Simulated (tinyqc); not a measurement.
# Ballast resistance and gain from the on-state line

Question. At high current V = BV (1 + be)^(-1/n) + I Ro. Find Ro, the intercept and be.

Values chosen for this exercise: junction breakdown voltage BV = 9.2 V; exponent of the multiplication n = 3.5.

V at I = 5.1 and 10.2 mA/um (V): 6.0690246  7.5480246

Answer. The slope is Ro; the intercept over BV is (1 + be)^(-1/n).

Ro = 290 ohm um
intercept = 4.59 V
be = 10.4

Numbers from tinyqc (`OMP_NUM_THREADS=1 python tinyqc.py 2670152 2670153 out.jsonl`; about 0.02 s on one thread of a shared Intel Xeon 2.30GHz).
